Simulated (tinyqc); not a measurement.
Inside a calculation. Model: Frenkel-Kontorova chain: a misfit dislocation (kink) in a monolayer on a periodic substrate. Computed by tinyqc, a small Python program that keeps every step. Command: `OMP_NUM_THREADS=1 python tinyqc.py 3027979 3027980 out.jsonl fkchain walk`. One thread of a shared host (Intel(R) Xeon(R) Processor @ 2.30GHz), about 0.02 s of CPU time with the checks. Intermediate numbers are printed to about 6 digits and carried at full precision; extremes and crossings named in words are read from the listed rows.

E = sum_j [(k/2)(x_(j+1) - x_j - b)^2 + (W/2)(1 - cos(2 pi x_j/a))], x_j = a (j + u_j). A kink takes u from 0 to 1: the chain is stretched by one period and has one atom fewer than wells.

Inputs (values chosen for the exercise, for a model overlayer): spring constant k = 1.43 eV/angstrom^2; substrate period a = 3.63 angstrom; corrugation W = 3.46 eV; misfit f = (b - a)/a = 0.34; atoms on each side n = 8; atomic mass M = 88.1 u.

Relaxation: Newton steps.

Constants: nu for 1 eV/(angstrom^2 u) = 15.6333042 THz.

## Continuum limit

l0 = sqrt(k a^2/(2 W)); kink u(j) = (2/pi) arctan exp(pi j/l0); kink energy at f = 0: E0 = (4/pi) W l0; with misfit E0 - k a^2 f; kinks become favourable at f_c = 2/(pi l0), and a coherent chain with free ends loses stability at f_m = 1/l0. Lowest vibration of the flat chain: nu0 = 15.6333042 THz x sqrt(2 pi^2 W/(a^2 M)).

kink width l0 = 1.65014

kink energy E0 = 7.26955 eV

kink energy with misfit = 0.862946 eV

critical misfit f_c = 0.385797

limit f_m = 0.606008

gap frequency nu0 = 3.79192 THz

f < f_c: the layer stays in register. Caution: a corrugation above 1 eV is larger than real overlayers usually show; it is chosen to keep the kink narrow. Caution: for l0 below about 3 the kink spans few atoms, and the continuum kink energy is off by about 2 per cent or more.

## Start between two atoms

Discrete chain at f = 0, ends held at u = 0 and 1: E = (k a^2/2) sum (u_(j+1) - u_j)^2 + (W/2) sum (1 - cos 2 pi u_j), gradient g_j = k a^2 (2 u_j - u_(j-1) - u_(j+1)) + pi W sin(2 pi u_j), Hessian 2 k a^2 + 2 pi^2 W cos(2 pi u_j) on the diagonal and -k a^2 beside it. Free atoms j = -n..n-1 start from the continuum shape centred half-way, at j + 1/2.

u at the start: [0.000000, 0.000003, 0.000018, 0.000121, 0.000813, 0.005455, 0.036574, 0.234518, 0.765482, 0.963426, 0.994545, 0.999187, 0.999879, 0.999982, 0.999997, 1.000000]

E at the start = 6.63009 eV

gradient (eV): [-0.00001, -0.00006, -0.00042, -0.00282, -0.01893, -0.12638, -0.66754, 4.54346, -4.54346, 0.66754, 0.12638, 0.01893, 0.00282, 0.00042, 0.00006, 0.00001]

## Relaxation

Start as above (continuum shape at j + 1/2, j = -n..n-1, l0 = sqrt(k a^2/(2 W))). u(new) = u - H^-1 g; stop when the largest gradient is below 1e-9 eV.

Course:
```
step   E (eV)  largest gradient (eV)
1     6.63009            4.54346e+00
2     6.35492            1.13147e+00
3     6.34035            2.95426e-02
4     6.34034            2.31799e-05
5     6.34034            1.43299e-11
```

relaxed u: [0.000001, 0.000007, 0.000037, 0.000199, 0.001082, 0.005889, 0.032034, 0.173507, 0.826493, 0.967966, 0.994111, 0.998918, 0.999801, 0.999963, 0.999993, 0.999999]

energy, centre between atoms = 6.34034 eV

last gradient = 1.43299e-11 eV

Converged; the discrete energy is 0.8722 of the continuum value, which puts the discrete f_c = E/(k a^2) at 0.3365.

## Peierls barrier

Repeat by Newton steps with an atom at the centre (j = -n..n, u_0 = 1/2). Barrier = difference of the two energies; the lowest Hessian eigenvalue tells minimum from saddle.

energy, centre on an atom = 7.28776 eV

Peierls barrier = 947.417 meV

lowest eigenvalue, between atoms = 43.8854 eV

lowest eigenvalue, on an atom = -36.1753 eV

The atom-centred kink, with an atom on top of the corrugation, is a saddle and the other a minimum. The barrier is 27 % of W, what one atom alone would climb.

## Kink density above f_c

Frank and van der Merwe: the modulus q solves f = 2 E(q)/(pi l0 q), and the kinks per atom are pi/(2 l0 q K(q)), with the complete elliptic integrals K and E; strain left = f - density (for f above f_c = 2/(pi l0)).

Continuum ground state:
```
f              q  kinks per atom  strain left
0.3877  0.999015        0.211607     0.176093
0.3935  0.995293        0.256642     0.136858
0.4051  0.986677        0.299901     0.105199
0.4244  0.970715        0.345368     0.079032
0.4630  0.936176        0.410181     0.052819
0.5401  0.865485        0.510414     0.029686
0.6559  0.767302        0.640278     0.015622
0.8488  0.635281        0.841800     0.007000
```

0.49 % above f_c the density is already 0.55 of f: kinks repel only exponentially, so they flood in, as 1/|ln(f - f_c)|. At 2.2 f_c they take up 99.2 % of the misfit and the layer floats nearly free.

Checks made by the program: energy against a quasi-Newton minimiser (relative difference below 1e-10).
